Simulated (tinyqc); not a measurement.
# Low-temperature mobility of a two-dimensional electron gas with static screening, step by step

A worked calculation. Computed by tinyqc, a small Python program that keeps every step. Command: `OMP_NUM_THREADS=1 python tinyqc.py 3020565 3020566 out.jsonl twodeg walk`. One thread of a shared host (Intel(R) Xeon(R) Processor @ 2.30GHz), about 0.01 s of CPU time with the checks. Intermediate numbers are printed to about 6 digits and carried at full precision; extremes and crossings named in words are read from the listed rows.

One subband is filled, the gas is degenerate and scatters at the Fermi circle; one permittivity serves on both sides of the interface. All formulas are in SI units, masses times m_0. Piezoelectric and polar phonons are left out, and n_s is taken as set by a gate, independent of N_i.

Inputs (values chosen for the exercise, modelled on a silicon inversion layer):
```
quantity                                        value    unit
in-plane mass m                                 0.191     m_0
mass across the layer m_z                       0.917     m_0
permittivity eps                                 11.7       -
valley degeneracy g_v                               2       -
sheet density n_s                             3.3e+12  1/cm^2
depletion charge N_d                          1.3e+11  1/cm^2
roughness height Delta                           0.67      nm
correlation length Lambda                         7.8      nm
remote charge density N_i                     1.9e+12  1/cm^2
distance d of the charges from the interface     0.34      nm
density rho                                      2329  kg/m^3
sound velocity v_l                               9310     m/s
deformation potential D_A                          11      eV
temperature T                                      20       K
```

Wave function: ideal sheet. Roughness spectrum: Gaussian.

Constants: m_0 = 9.1093837015e-31 kg; e = 1.602176634e-19 C; eps_0 = 8.8541878128e-12 F/m; hbar = 1.054571817e-34 J s; k_B = 1.380649e-23 J/K.

## Fermi circle, screening and layer thickness

k_F = sqrt(2 pi n_s/g_v); E_F = hbar^2 k_F^2/(2 m); q_TF = g_v m e^2/(2 pi eps eps_0 hbar^2); Fang-Howard parameter b = [12 m_z e^2 (N_d + 11 n_s/32)/(eps eps_0 hbar^2)]^(1/3), mean depth 3/b; effective field F = e (N_d + n_s/2)/(eps eps_0).

k_F = 0.321982 1/nm

E_F = 20.6801 meV

q_TF = 1.23398 1/nm

b = 1.41346 1/nm

mean depth = 2.12245 nm

effective field F = 0.275293 MV/cm

q_TF/(2 k_F) = 1.92: screening is strong for back-scattering.

## The integrands at a few angles

Form factors of a sheet of zero thickness: G(q) = 1, P(q) = exp(-q d). Dielectric function eps(q) = 1 + q_TF G(q)/q, with q = 2 k_F sin(theta/2). Roughness: <|U|^2> = (e F)^2 S(q), S = pi Delta^2 Lambda^2 exp(-q^2 Lambda^2/4). Remote charges: <|U|^2> = N_i [e^2 P(q)/(2 eps eps_0 q)]^2. The last two columns are (m/(pi hbar^3)) <|U|^2>/eps(q)^2.

Integrands (1e9/(s rad)):
```
theta (degrees)  q (1/nm)  G   eps(q)  roughness  remote charges
5                0.028089  1  44.9304     38.579         8483.04
15               0.084054  1  15.6807    287.902         7487.50
30               0.166670  1   8.4037    731.489         6268.05
60               0.321982  1   4.8324    697.416         4570.11
90               0.455352  1   3.7099    244.494         3540.86
135              0.594946  1   3.0741     38.290         2747.39
180              0.643964  1   2.9162     16.894         2520.41
```

## Interface roughness

1/tau_t = (m/(pi hbar^3)) int_0^pi (1 - cos theta) <|U|^2>/eps(q)^2 dtheta; the quantum rate 1/tau_q drops the factor (1 - cos theta); 200 Gauss-Legendre points in s with theta = pi s^2, s from 0 to 1; mu = e tau_t/m.

tau_t, roughness = 2.23465 ps

tau_q, roughness = 1.07408 ps

roughness mobility = 20577.7 cm^2/(V s)

tau_t/tau_q, roughness = 2.08053

k_F Lambda = 2.51.

## Remote charges

The formulas are those given above.

tau_t, charges = 0.103337 ps

tau_q, charges = 0.0751151 ps

remote-charge mobility = 951.575 cm^2/(V s)

tau_t/tau_q, charges = 1.37571

With D = d = 0.340 nm, k_F D = 0.11 and q_TF D = 0.42. When both are large, only small angles survive the factor exp(-2 q D) and tau_t/tau_q tends to (2 k_F D)^2, here 0.0479; that limit is not reached.

## Acoustic phonons

Unscreened deformation potential in equipartition: 1/tau = m D_A^2 k_B T I/(rho v_l^2 hbar^3), I = int |psi|^4 dz = 3 b/16 for the Fang-Howard function (used for both wave-function options); mu = e tau/m. Bloch-Grueneisen temperature T_BG = 2 hbar v_l k_F/k_B.

acoustic mobility = 55126.3 cm^2/(V s)

T_BG = 45.7936 K

Caution: T is below the Bloch-Grueneisen temperature T_BG, so equipartition fails: the acoustic mobility is only a lower bound and the acoustic share of 1/mu is overstated.

## All together

At the Fermi circle the rates add, so 1/mu is the sum; sheet resistance 1/(n_s e mu); mean free path hbar k_F mu/e; the quantum time adds the rates 1/tau_q, with the isotropic acoustic rate e/(m mu).

Mobilities:
```
process           mu (cm^2/(V s))  share of 1/mu (%)
roughness                 20577.7            4.34816
remote charges            951.575            94.0287
acoustic phonons          55126.3            1.62310
```

mobility mu = 894.754 cm^2/(V s)

sheet resistance = 2113.84 ohm

mean free path = 18.9627 nm

Dingle ratio tau_t/tau_q = 1.40026

The largest single share of 1/mu (94 %) belongs to remote charges: they are many or near enough that screening leaves their potential the strongest. The Dingle ratio of 1.40 marks mostly large-angle scattering.

Checks made by the program: angular integral against adaptive quadrature (relative difference below 1e-10).
